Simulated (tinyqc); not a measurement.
Electromigration in a confined line: Blech product, Korhonen stress evolution and Black's law. From one set of inputs to another, one input at a time. Computed by tinyqc, a small Python program. Command: `OMP_NUM_THREADS=1 python tinyqc.py 3010680 3010681 out.jsonl emigr ladder`. One thread of a shared host (Intel(R) Xeon(R) Processor @ 2.30GHz), about 0.01 s of CPU time with the checks.

The electron wind pushes atoms from the cathode (x = 0) to the anode (x = L); blocking ends build a back stress (tension positive). The input rho is taken not to change with temperature. d sigma/dt = d/dx [kappa (d sigma/dx + G)], with zero flux at both ends and sigma = sigma_0 at t = 0.

The inputs printed are set A. Set A is close to those used for copper lines; the values taken over come from a set close to those used for ruthenium lines. Inputs not listed in the table keep their values of set A, so the rows need not describe a real material.

Inputs (values chosen for the exercise, close to those used for copper lines): resistivity rho = 3.77 micro-ohm cm; atomic volume Omega = 11.8 angstrom^3; effective charge number Z* = 1.9; prefactor D0 = 1.4e-08 m^2/s; activation energy E = 0.859 eV; effective modulus B = 20 GPa; critical stress sigma_c = 110 MPa; initial stress sigma_0 = 41 MPa; current density j = 2.5 MA/cm^2; line length L = 21 um; test temperature T = 210 C; time as a fraction of L^2/kappa, s = 0.0055; use temperature T_u = 105 C; use current density j_u = 0.2 MA/cm^2; current exponent n = 1.5.

Start: thermal stress.

Constants: e = 1.602176634e-19 C; k_B = 8.617333262e-05 eV/K; k_B = 1.380649e-23 J/K.

Method:
- G = Z* e rho j/Omega; D = D0 exp(-E/(k_B T)); kappa = D B Omega/(k_B T); drift velocity of an unconfined line v = D Z* e rho j/(k_B T). SI: 1 micro-ohm cm = 1e-8 ohm m, 1 MA/cm^2 = 1e10 A/m^2.
- Temperatures in kelvin are T(C) + 273.15.
- At steady state sigma(x) = sigma_0 + G (L/2 - x). A void forms only if the cathode stress reaches sigma_c, that is if j L exceeds (j L)_c = 2 Omega (sigma_c - sigma_0)/(Z* e rho). Time scale tau = L^2/kappa.
- sigma(x, t) = sigma_0 + G L [1/2 - x/L - 4 sum_(m odd) cos(m pi x/L) exp(-m^2 pi^2 s)/(m pi)^2], s = t/tau, summed to m = 399.
- The terms at x = 0 are 4 exp(-m^2 pi^2 s)/(m pi)^2; tau = L^2/kappa.
- Solve sigma(0, t) = sigma_c for s; the semi-infinite estimate is t = (pi/kappa) ((sigma_c - sigma_0)/(2 G))^2.
- Median life t50 = A j^(-n) exp(E/(k_B T)); acceleration factor = t50(use)/t50(test) = (j/j_u)^n exp[(E/k_B)(1/T_u - 1/T)].

Each row keeps all changes above it:
```
input moved                                                  from             to  nucleation time (h)  cathode stress at time s (MPa)  acceleration factor
set A                                                           -              -            3.237e+00                            83.7            1.359e+04
resistivity rho (micro-ohm cm)                               3.77           11.6            3.419e-01                           172.5            1.359e+04
current density j (MA/cm^2)                                   2.5            5.6            6.815e-02                           335.5            4.557e+04
effective modulus B (GPa)                                      20             50            2.726e-02                           335.5            4.557e+04
test temperature T (C)                                        210            300            1.267e-03                           335.5            1.163e+06
effective charge number Z*                                    1.9            1.2            3.176e-03                           227.0            1.163e+06
prefactor D0 (m^2/s) and activation energy E (eV)  1.4e-08, 0.859  6.5e-07, 1.42            5.861e+00                           227.0            4.069e+08
```

Which inputs carry the difference?

Nucleation time goes from 3.24 to 5.86, a factor 1.81 in all. The largest single move comes from prefactor D0 with activation energy E (a factor 1850), and test temperature T works against it (a factor 0.0465). Cathode stress at time s goes from 83.7 to 227, a factor 2.71 in all. The largest single move comes from resistivity rho (a factor 2.06), and effective charge number Z* works against it (a factor 0.677). Acceleration factor goes from 13600 to 4.07e8, a factor 29900 in all. The largest single move comes from prefactor D0 with activation energy E (a factor 350). The single moves hold for this order of the switches; the total does not depend on the order.

Caution (all rows): j_u L lies below the critical product, so the acceleration factor is formal: at use the line would not void. Caution (rows resistivity rho, current density j, effective modulus B, test temperature T, effective charge number Z*, prefactor D0): the stress exceeds sigma_c: a void would already have formed and relaxed it, so the value is formal. Caution (rows test temperature T, effective charge number Z*, prefactor D0): an acceleration factor above a million assumes one mechanism over a range that no test covers.

Extremes, crossings and ranges named in words are read from the listed rows.
